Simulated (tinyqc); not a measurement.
Valley-orbit splitting of a donor ground state, with strain: one step, computed by the program tinyqc.

The basis is the 1s envelope in each valley; energies are counted from the unstrained conduction-band edge. The strain is e_s (a a^T - 1/3) for the unit stress axis a, so valley j along n_j moves by Xi_u e_s w_j with w_j = (n_j.a)^2 - 1/3: -1/3 for x and y, +2/3 for z.

Task: Populations and ionisation. H_jj = -(E_0 + Lambda) + Xi_u e_s w_j; H_jk = -Delta_2 between opposite valleys and -Delta_1 between perpendicular ones. z = sum over levels of exp(-(E - E_ground)/k_B T), the ground-state share being 1/z; N_c = 2 (2 pi m_e k_B T/h^2)^(3/2) sum_j exp(-(shift_j - lowest shift)/k_B T); n1 = N_c/(2 z) exp(-binding/k_B T), binding = lowest shift - E_ground; without compensation n = 2 N_D/(1 + sqrt(1 + 4 N_D/n1)) (Boltzmann statistics; p and higher states left out).

Inputs (values chosen for the exercise, modelled on donors in silicon):

| quantity | value | unit |
|---|---|---|
| single-valley binding energy E_0 | 31.3 | meV |
| central-cell shift Lambda | 7.37 | meV |
| coupling Delta_1 | 1.91 | meV |
| coupling Delta_2 | 1.28 | meV |
| shear deformation potential Xi_u | 9.04 | eV |
| shear strain e_s | -4.1e-05 | - |
| temperature T | 20 | K |
| donor density N_D | 1.8e+14 | cm^-3 |
| density-of-states mass of one valley m_e | 0.335 | m_0 |

Valleys: six along <100>. Stress axis: [001].

Constants: k_B = 8.617333262e-05 eV/K; m_0 = 9.1093837015e-31 kg; k_B = 1.380649e-23 J/K; h = 6.62607015e-34 J s.

Give: partition sum z; share of neutral donors in the ground state; N_c; n1; free electrons n.

Result:

partition sum z = 1.0107

share of neutral donors in the ground state = 0.98942

N_c = 4.3769e+17 cm^-3

n1 = 2.5407e+05 cm^-3

free electrons n = 6.7625e+09 cm^-3
